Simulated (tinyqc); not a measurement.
Worked calculation: Pariser-Parr-Pople SCF with singles CI, for the molecule C=Cc1cccc([CH2+])c1 (SMILES; centres numbered as the heavy atoms are written). One step of it, computed by the program tinyqc.

Question. Iteration 2: Fock matrix. F_rr = H_rr + P_rr gamma_rr / 2 + sum_(s != r) P_ss gamma_rs; F_rs = H_rs - P_rs gamma_rs / 2; E = tr P (H + F) / 2 + core repulsion sum_(r<s) z_r z_s gamma_rs.

P after iteration 1:
```
           1C         2C         3C         4C         5C         6C         7C         8C
1C   0.978308   0.513653  -0.067662  -0.136299   0.009251   0.156145   0.021313   0.039700
2C   0.513653   0.711475   0.648233   0.016297  -0.171958  -0.070740   0.050993   0.028690
3C  -0.067662   0.648233   1.289382   0.399459  -0.058246  -0.162985   0.014666  -0.020503
4C  -0.136299   0.016297   0.399459   0.882779   0.782253   0.256841  -0.263551  -0.174749
5C   0.009251  -0.171958  -0.058246   0.782253   0.940543   0.541565  -0.042394  -0.085848
6C   0.156145  -0.070740  -0.162985   0.256841   0.541565   0.718123   0.634452   0.235003
7C   0.021313   0.050993   0.014666  -0.263551  -0.042394   0.634452   1.257740   0.510108
8C   0.039700   0.028690  -0.020503  -0.174749  -0.085848   0.235003   0.510108   0.242409
9C  -0.375715  -0.015317   0.401753   0.041853  -0.148311  -0.102323   0.367795   0.138318

           9C
1C  -0.375715
2C  -0.015317
3C   0.401753
4C   0.041853
5C  -0.148311
6C  -0.102323
7C   0.367795
8C   0.138318
9C   0.979241
```

core matrix H (eV):
```
            1C          2C          3C          4C          5C          6C          7C          8C
1C  -43.963218   -2.480000    0.000000    0.000000    0.000000    0.000000    0.000000    0.000000
2C   -2.480000  -50.233499   -2.480000    0.000000    0.000000    0.000000    0.000000    0.000000
3C    0.000000   -2.480000  -57.881976   -2.480000    0.000000    0.000000    0.000000    0.000000
4C    0.000000    0.000000   -2.480000  -53.605295   -2.480000    0.000000    0.000000    0.000000
5C    0.000000    0.000000    0.000000   -2.480000  -51.628678   -2.480000    0.000000    0.000000
6C    0.000000    0.000000    0.000000    0.000000   -2.480000  -52.698649   -2.480000    0.000000
7C    0.000000    0.000000    0.000000    0.000000    0.000000   -2.480000  -55.920188   -2.480000
8C    0.000000    0.000000    0.000000    0.000000    0.000000    0.000000   -2.480000  -45.445901
9C    0.000000    0.000000   -2.480000    0.000000    0.000000    0.000000   -2.480000    0.000000

            9C
1C    0.000000
2C    0.000000
3C   -2.480000
4C    0.000000
5C    0.000000
6C    0.000000
7C   -2.480000
8C    0.000000
9C  -56.566759
```

repulsion gamma_rs (eV):
```
           1C         2C         3C         4C         5C         6C         7C         8C
1C  11.130000   7.552098   5.238975   3.670089   2.868972   2.763568   3.276892   2.763765
2C   7.552098  11.130000   7.554401   5.239934   3.670608   3.276952   3.670525   2.869192
3C   5.238975   7.554401  11.130000   7.554730   5.239934   4.668972   5.239789   3.670588
4C   3.670089   5.239934   7.554730  11.130000   7.554401   5.239789   4.669146   3.277087
5C   2.868972   3.670608   5.239934   7.554401  11.130000   7.554586   5.240118   3.670777
6C   2.763568   3.276952   4.668972   5.239789   7.554586  11.130000   7.554730   5.240118
7C   3.276892   3.670525   5.239789   4.669146   5.240118   7.554730  11.130000   7.554586
8C   2.763765   2.869192   3.670588   3.277087   3.670777   5.240118   7.554586  11.130000
9C   4.668858   5.239789   7.554586   5.240118   4.669283   5.239934   7.554401   5.239789

           9C
1C   4.668858
2C   5.239789
3C   7.554586
4C   5.240118
5C   4.669283
6C   5.239934
7C   7.554401
8C   5.239789
9C  11.130000
```

Centres (angstrom, eV; a flat drawing with bonds scaled to 1.40 angstrom):
```
centre          x          y  core charge z          W   gamma_rr
1C       2.878000  -1.051000              1  11.160000  11.130000
2C       2.281000   0.216000              1  11.160000  11.130000
3C       0.886000   0.332000              1  11.160000  11.130000
4C       0.289000   1.598000              1  11.160000  11.130000
5C      -1.106000   1.714000              1  11.160000  11.130000
6C      -1.904000   0.564000              1  11.160000  11.130000
7C      -1.307000  -0.702000              1  11.160000  11.130000
8C      -2.105000  -1.852000              1  11.160000  11.130000
9C       0.088000  -0.818000              1  11.160000  11.130000
```

Give: F; pi energy.

Answer.

F (eV):
```
         1C       2C        3C       4C        5C        6C        7C       8C
1C  -9.1045  -4.4196    0.1772   0.2501   -0.0133   -0.2158   -0.0349  -0.0549
2C  -4.4196  -8.2709   -4.9285  -0.0427    0.3156    0.1159   -0.0936  -0.0412
3C   0.1772  -4.9285  -10.3782  -3.9889    0.1526    0.3805   -0.0384   0.0376
4C   0.2501  -0.0427   -3.9889  -8.9668   -5.4347   -0.6729    0.6153   0.2863
5C  -0.0133   0.3156    0.1526  -5.4347  -10.0731   -4.5257    0.1111   0.1576
6C  -0.2158   0.1159    0.3805  -0.6729   -4.5257  -10.0128   -4.8766  -0.6157
7C  -0.0349  -0.0936   -0.0384   0.6153    0.1111   -4.8766  -12.6430  -4.4068
8C  -0.0549  -0.0412    0.0376   0.2863    0.1576   -0.6157   -4.4068  -9.8777
9C   0.8771   0.0401   -3.9975  -0.1097    0.3463    0.2681   -3.8692  -0.3624

         9C
1C   0.8771
2C   0.0401
3C  -3.9975
4C  -0.1097
5C   0.3463
6C   0.2681
7C  -3.8692
8C  -0.3624
9C  -9.5289
```

pi energy = -103.6319 eV
